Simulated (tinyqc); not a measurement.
One-dimensional ballistic tunnel FET, two-band WKB: two steps of the calculation.

A p-type source for x < 0 with its Fermi level at 0 and its valence edge at ds; in the channel the bands fall as D exp(-x/lam) towards their flat values, with the conduction edge at Ec = ds - dP and D = dP + Eg. The gate moves dP one to one. The drain Fermi level lies at -Vd and the drain side reflects nothing. For w = E - Ec between 0 and dP an electron crosses the gap. Two-band dispersion with equal masses m: inside the gap kappa = sqrt(m u (1 - u/Eg)/C), u the distance from a band edge, C = hbar^2/(2 m0).

Inputs (values chosen for the exercise); band and dielectric values close to those of indium arsenide:
```
symbol  value  unit                                           meaning
T         200     K                                       temperature
Eg      0.355    eV                                          band gap
m       0.024    m0              band-edge mass of the two-band model
lam         3    nm           screening length of the source junction
ds       0.17    eV  source valence edge above the source Fermi level
Vd        0.2     V                                        drain bias
g           1              number of degenerate subbands (spin apart)
dP       0.13    eV        tunnelling window Ev(source) - Ec(channel)
w0      0.049    eV          energy above the channel conduction edge
nc          8                                       cells of the path
nE          9                               points of the energy grid
```

Constants: q = 1.602176634e-19 C, kB = 1.380649e-23 J/K, hbar = 1.054571817e-34 J s, h = 6.62607015e-34 J s, m0 = 9.1093837015e-31 kg, Vt = kB T/q, hbar^2/(2 m0) = 0.0380998212 eV nm^2. Results are converted to the units shown.

Question 1. The path through the gap by the midpoint rule. At w = w0 the path runs from xa = lam ln(D/(w + Eg)) to xb = lam ln(D/w); u(x) = w + Eg - D exp(-x/lam) is the height above the valence edge. Cut it into nc equal cells: S = 2 (cell width) times the sum of kappa at the centres.

Give: xa; xb; x; u; kappa; S.

Answer 1.

xa = 0.54820 nm
xb = 6.8770 nm

| cell | x (nm) | u (eV) | kappa (1/nm) |
|---|---|---|---|
| 0 | 0.9438 | 0.04991 | 0.16437 |
| 1 | 1.7348 | 0.13198 | 0.22854 |
| 2 | 2.5259 | 0.19504 | 0.23529 |
| 3 | 3.3170 | 0.24347 | 0.21951 |
| 4 | 4.1081 | 0.28068 | 0.19239 |
| 5 | 4.8992 | 0.30927 | 0.15842 |
| 6 | 5.6903 | 0.33123 | 0.11821 |
| 7 | 6.4814 | 0.34809 | 0.06531 |

S = 2.1866

Question 2. Current on a coarse grid. S(w) = 2 lam int_0^Eg kappa(u) du/(w + Eg - u) = 2 pi lam sqrt(m/(C Eg)) [w + Eg/2 - sqrt(w (w + Eg))], T(w) = exp(-S). I = g (2 q^2/h) int_0^dP T(w) [f(E) - f(E + Vd)] dw, E = ds - dP + w, f(x) = 1/(1 + exp(x/Vt)). Simpson's rule on nE equally spaced points.

Give: w; T(w); difference of the f; I.

Answer 2.

| point | w (eV) | T(w) | difference of the f |
|---|---|---|---|
| 0 | 0.0000 | 0.01160 | 0.08941 |
| 1 | 0.0163 | 0.05422 | 0.03683 |
| 2 | 0.0325 | 0.08585 | 0.01468 |
| 3 | 0.0488 | 0.1155 | 0.005769 |
| 4 | 0.0650 | 0.1437 | 0.002255 |
| 5 | 0.0813 | 0.1704 | 8.795e-4 |
| 6 | 0.0975 | 0.1957 | 3.428e-4 |
| 7 | 0.1138 | 0.2198 | 1.335e-4 |
| 8 | 0.1300 | 0.2426 | 5.202e-5 |

I = 0.006599 uA

Range of the model: Where S is below about 2 the WKB prefactor of 1 is a rough guess.

tinyqc, about 0.01 s, one thread, Intel Xeon 2.30GHz (shared host): `OMP_NUM_THREADS=1 python tinyqc.py 2620039 2620040 out.jsonl`
